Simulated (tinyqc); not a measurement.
Collinear exchange A + BC -> AB + C on a London-Eyring-Polanyi-Sato surface: saddle, string of images and rate: one step, computed by the program tinyqc.

x = r(AB), y = r(BC), r(AC) = x + y. V is counted from separated atoms, the barrier from A + BC, that is V + D(BC).

Task: Frequencies at the saddle. Wilson matrix G = [[1/m_A + 1/m_B, -1/m_B], [-1/m_B, 1/m_B + 1/m_C]]; eigenvalues lambda of G H give nu = 15.6333042 THz x sqrt(|lambda|), the negative one being imaginary. Reactant: nu_BC from k = 2 D beta^2 and 1/m_B + 1/m_C. Skew angle: cos = sqrt(m_A m_C/((m_A + m_B)(m_B + m_C))).

Inputs (values chosen for the exercise, bond data loosely for abstraction of hydrogen from a Si-H bond by a hydrogen atom; the barrier is not fitted):
```
quantity   value        unit
D(BC)       3.94          eV
beta(BC)    1.52  1/angstrom
mass of A  1.008           u
mass of B  1.008           u
mass of C  28.09           u
```

Hessian (eV/angstrom^2):
```
          x         y
x  -0.80210   4.42884
y   4.42884  11.38460
```

Constants: nu for 1 eV/(angstrom^2 u) = 15.6333042 THz.

Give: imaginary frequency; real frequency at the saddle; nu_BC; skew angle.

Result:

imaginary frequency = 34.56 THz

real frequency at the saddle = 38.95 THz

nu_BC = 67.62 THz

skew angle = 45.99 degrees
